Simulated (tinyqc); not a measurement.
Chemical shift by three methods: effective-mass impurity with a central-cell term, in a basis of Slater functions. Computed by tinyqc, a small Python program. Command: `OMP_NUM_THREADS=1 python tinyqc.py 3000019 3000020 out.jsonl centralcell walk`. One thread of a shared host (Intel(R) Xeon(R) Processor @ 2.30GHz), about 0.01 s of CPU time with the checks.

The envelope obeys H = -nabla^2 - (2/r) [Z + A exp(-kappa r)] in effective units, with kappa = a*/lambda; positive A deepens the well near the core.

Inputs (values chosen for the exercise, with mass and screening modelled on silicon):

| quantity | value | unit |
|---|---|---|
| effective mass m | 0.333 | m_0 |
| dielectric constant eps | 11.2 | - |
| charge Z of the core | 1 | - |
| central-cell strength A | 0.8 | - |
| central-cell range lambda | 1.9 | angstrom |

Impurity: donor, one isotropic band.

Constants: Ry = 13.605693123 eV; a_0 = 0.529177210903 angstrom.

Method:
- Units: Ry* = Ry m/eps^2 and a* = a_0 eps/m, with m in m_0.
- kappa = a*/lambda; the hydrogenic ground state is bound by Z^2 Ry*.
- For s functions exp(-zeta r), with s = zeta_i + zeta_j: S = 2/s^3, T = zeta_i zeta_j S, V = -2 Z/s^2, W = -2 A/(s + kappa)^2; each function is normalised by dividing by sqrt(S_ii S_jj).
- Large basis: zeta_i = 0.06 x 1.6^(i-1), i = 1..22, same formulas; for p functions r exp(-zeta r): S = 24/s^5, T = zeta_i zeta_j S (centrifugal term included), V = -12 Z/s^4, W = -12 A/(s + kappa)^4; overlap eigenvalues below 1e-11 are dropped.
- First order: shift = 8 A Z^3/(2 Z + kappa)^2 Ry*. One exponent: minimise zeta^2 - 2 Z zeta - 8 A zeta^3/(2 zeta + kappa)^2 by golden section on 0.2 to 6 Z. All shifts are the binding beyond Z^2 Ry*.

kappa = 9.36745 1/a*

Ry* = 36.1184 meV

hydrogenic binding energy = 36.1184 meV

Shift of the 1s binding energy (meV):

| A | first order | one exponent | large basis |
|---|---|---|---|
| -0.80 | -1.7889 | -1.6477 | -1.5773 |
| -0.40 | -0.8944 | -0.8575 | -0.8383 |
| 0.08 | 0.1789 | 0.1805 | 0.1813 |
| 0.20 | 0.4472 | 0.4572 | 0.4627 |
| 0.40 | 0.8944 | 0.9353 | 0.9584 |
| 0.80 | 1.7889 | 1.9618 | 2.0634 |
| 1.00 | 2.2361 | 2.5142 | 2.6813 |

The three columns are ordered, first order <= one exponent <= large basis, since each is a variational bound with more freedom. At the largest attractive A first order gives 83 % and one exponent 94 % of the shift; at the most repulsive A the true shift is -1.577 meV against -1.789. Attraction pulls the envelope in and feeds itself, repulsion pushes it out and saturates.

Extremes, crossings and ranges named in words are read from the listed rows.
